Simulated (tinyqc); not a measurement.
From results back to parameters: parabolic quantum dot in a magnetic field (Fock-Darwin). Three cases, with inputs chosen for the exercise.

Problem. The two far-infrared modes of a parabolic dot are W +/- wc/2 with W = sqrt(w0^2 + wc^2/4) and hbar wc = 2 muB B/m. They were computed from hidden w0 and m.

Constants: muB = 5.788381798e-05 eV/T.

Find: hbar wc; m; hbar w0.

Method. Their difference is hbar wc and their product (hbar w0)^2.

Case 1.

Values chosen (out of a larger set: near those of a gate-defined dot in GaAs; not measured data): B = 3.45 T (magnetic field).

modes (meV): 8.52483  2.70269

Solution.

hbar wc = 5.822 meV
m = 0.0686 m0
hbar w0 = 4.80 meV

Case 2.

Values chosen (out of a larger set: near those of a gate-defined dot in InAs; not measured data): B = 0.84 T (magnetic field).

modes (meV): 7.17003  3.91770

Solution.

hbar wc = 3.252 meV
m = 0.0299 m0
hbar w0 = 5.30 meV

Case 3.

Values chosen (out of a larger set: near those of a gate-defined dot in InAs; not measured data): B = 0.27 T (magnetic field).

modes (meV): 4.57506  3.49722

Solution.

hbar wc = 1.078 meV
m = 0.0290 m0
hbar w0 = 4.00 meV

Computed by tinyqc, one run a case: `OMP_NUM_THREADS=1 python tinyqc.py N N+1 out.jsonl` with N = 1252703, 1252724, 1252757; one thread of a shared Intel(R) Xeon(R) Processor @ 2.30GHz, about 0.1 s a run at most.
